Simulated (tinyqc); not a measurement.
What moves the results: configuration-coordinate model of carrier capture at a defect. A value that a table varies takes the place of the one given here.

Two parabolas of equal curvature k in one coordinate Q: with the carrier free at the band edge, U_f = k Q^2/2; with the carrier trapped, U_t = k (Q - dQ)^2/2 - ET. ER = k dQ^2/2, Huang-Rhys factor S = ER/hw, hw = 0.0646541 sqrt(k/M) eV for k in eV/angstrom^2 and M in u. The curves cross at a height Eb = (ER - ET)^2/(4 ER) above the free minimum.

Multiphonon factor for giving p = ET/hw phonons to the lattice: W = exp(-S (2 nb + 1)) ((nb + 1)/nb)^(p/2) I_p(x), nb = 1/(exp(hw/kT) - 1), x = 2 S sqrt(nb (nb + 1)), I_p the modified Bessel function. Classical limit: W = hw exp(-Eb/kT)/sqrt(4 pi ER kT). At T = 0: exp(-S) S^p/Gamma(p + 1).

Constants: kB = 8.617333262e-05 eV/K.

Values chosen for the exercise (of the size met at an oxide trap near a Si / SiO2 interface; shifted at random, so the results belong to these values and not to a real crystal):
- ET = 0.65 eV (thermal depth of the level below the band edge)
- ER = 1.31 eV (relaxation energy)
- hw = 0.05 eV (phonon energy of the mode)
- T = 350 K (temperature)

## Capture against temperature

The local activation energy is -d ln W/d(1/kT), by central differences with T changed by 1 %.

Against T:
```
T (K)  kT/hw  log10 W  log10 W, classical  activation energy (eV)
40     0.069   -2.735             -11.152                  0.0000
60     0.103   -2.735              -7.749                  0.0000
80     0.138   -2.732              -6.065                  0.0003
120    0.207   -2.702              -4.408                  0.0037
160    0.276   -2.631              -3.597                  0.0111
220    0.379   -2.485              -2.953                  0.0242
300    0.517   -2.299              -2.512                  0.0369
400    0.689   -2.127              -2.225                  0.0445
550    0.948   -1.968              -2.009                  0.0470
```

log10 W at T = 0 = -2.735
Eb = 0.0831 eV

What can be read from the table?

At 40 K log10 W is -2.73, against -2.73 at T = 0 and -11.2 classically; at 550 K the two forms differ by +0.04. The activation energy read from an Arrhenius plot goes from 0.000 eV at 40 K to 0.047 at 550 K, with its largest value 0.047 at 550 K, against Eb = 0.083 eV; the classical form itself gives Eb - kT/2. A measured slope therefore understates the barrier.

## Capture against depth of the level

ET is varied at fixed ER, hw and T, as by moving the band edge with alloying or pressure.

Against ET:
```
ET/ER  ET (eV)  Eb (eV)  log10 W  log10 W, classical
0.10     0.131   0.2653   -4.696              -4.969
0.25     0.328   0.1842   -3.562              -3.802
0.50     0.655   0.0819   -2.188              -2.328
0.75     0.983   0.0205   -1.418              -1.444
1.00     1.310   0.0000   -1.192              -1.149
1.25     1.637   0.0205   -1.450              -1.444
1.50     1.965   0.0819   -2.138              -2.328
2.00     2.620   0.3275   -4.629              -5.865
3.00     3.930   1.3100  -13.160             -20.012
```

How do the results move?

Capture is fastest at ET/ER = 1 among these rows, where the barrier vanishes or nearly so. The classical form is symmetric about ET = ER; the quantum one gives -2.19 at 0.5 and -2.14 at 1.5, against -2.33 for both. At ET = 3 ER it lies 6.9 decades above the classical value: deep levels capture by emitting many phonons, and the rate falls with depth by 6.5 decades per eV between the last two rows. Rows deeper than the gap of the host are formal.

## What each parameter does

Eb, log10 W and the full width 2.35482 sqrt(ER hw coth(hw/2kT)). Each row changes one parameter from the base and keeps the others.

Results:
```
case          Eb (eV)  log10 W  full width (eV)
base           0.0831   -2.205           0.7309
ET = 0.69 eV   0.0734   -2.078           0.7309
ER = 1.36 eV   0.0927   -2.336           0.7447
hw = 0.06 eV   0.0831   -2.075           0.7576
T = 380 K      0.0831   -2.156           0.7515
```

What does this show?

The largest shifts from the base row, up to three for each result and ties (the steps differ in size, so this ranks the rows, not the parameters). Eb (eV): ET -0.0098, ER +0.0095; unchanged at the printed digits by hw and T. log10 W: ER -0.132, hw +0.130, ET +0.126. full width (eV): hw +0.0267, T +0.0206, ER +0.0138; unchanged at the printed digits by ET.

Run: tinyqc, `OMP_NUM_THREADS=1 python tinyqc.py 1452746 1452747 out.jsonl`; Intel(R) Xeon(R) Processor @ 2.30GHz, one thread, shared host; about 0.01 s of CPU time with all checks.
